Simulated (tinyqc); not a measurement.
# Worked calculation: random telegraph noise from one oxide trap in a small MOSFET

Computed by the program tinyqc: `OMP_NUM_THREADS=1 python tinyqc.py 2710132 2710133 out.jsonl`, one thread of a shared Intel Xeon 2.30GHz, about 0.01 s for the whole run. Printed values are rounded.

An acceptor-like trap exchanges electrons with the channel. Inversion charge Q = Cox u, u = n Vt W0(exp((Vg - VT)/(n Vt))), W0 the Lambert function, n = nf, Cox = eps0 eox/tox; linear regime Id = (W/L) mu Q Vd. Relative to threshold the surface potential rises by Vt ln(u/u0) and the oxide voltage by the rest of Vg - VT, with u0 = n Vt W0(1).

Inputs (values chosen for the exercise); values of the order met in silicon transistors: temperature T = 350 K; relative permittivity of the gate insulator (close to zirconium oxide) eox = 25.5; insulator thickness tox = 9.6 nm; depth of the trap from the channel interface xt = 3.2 nm; trap level above the channel Fermi level at threshold E0 = 0.22 eV; capture prefactor s0 = 7e-15 cm^2; capture barrier (lattice relaxation) EB = 0.33 eV; tunnelling decay length lt = 0.12 nm; thermal velocity vth = 2.2e7 cm/s; thickness of the inversion layer zi = 2.4 nm; threshold voltage VT = 0.51 V; body factor nf = 1.39; gate width W = 36 nm; gate length L = 150 nm; mobility mu = 110 cm^2/(V s); scattering coefficient of the charged trap asc = 1.7e-16 V s; drain voltage Vd = 0.1 V; gate voltage Vg = 1 V.

Constants: q = 1.602176634e-19 C, kB = 1.380649e-23 J/K, Vt = kB T/q, eps0 = 8.8541878128e-14 F/cm where lengths are in cm. Results are converted to the units shown.

Range of the model: VT is taken as given; short-channel effects and the uneven flow of current among few electrons are left out.

## Trap level, time constants and occupancy

N = Cox u/q; dpsi = Vt ln(u/u0); E = E0 - dpsi - (xt/tox)(Vg - VT - dpsi); capture time tc = 1/[(N/zi) vth s0 exp(-xt/lt - EB/Vt)]; emission time te = tc exp(-E/Vt); occupancy te/(tc + te).

u = 0.395872 V
N = 5.81115e12 cm^-2
dpsi = 0.0848236 V
E = 1.17605e-4 eV
tc = 5773.06 s
te = 5750.59 s
occupancy = 0.499025

The trap lies 0.0039 Vt above the Fermi level, so it is filled 49.9 % of the time.

## Step height

A = W L; threshold step dV = q (1 - xt/tox)/(Cox A); gm/Id = 1/(u + n Vt); relative step dI/I = (gm/Id) dV + asc mu/A. Id as defined.

electrons in the channel N A = 313.802
dV = 0.841023 mV
gm/Id = 2.28417 1/V
number part of dI/I = 0.192104 %
dI/I = 0.226734 %
Id = 2.45797 uA
dI = 5.57304 nA

## Lorentzian spectrum

Spectrum S(f) = 4 dI^2/{(tc + te)[(1/tc + 1/te)^2 + (2 pi f)^2]}; corner fc = (1/tc + 1/te)/(2 pi); variance dI^2 tc te/(tc + te)^2. Give S at f = 0, at fc and at 10 fc.

fc = 5.52449e-5 Hz
S(0) = 8.94770e-14 A^2/Hz
S(fc) = 4.47385e-14 A^2/Hz
S(10 fc) = 8.85911e-16 A^2/Hz
rms current = 2.78652 nA

The rms value is 0.500 of the step; it reaches its largest share, 1/2, when tc = te.
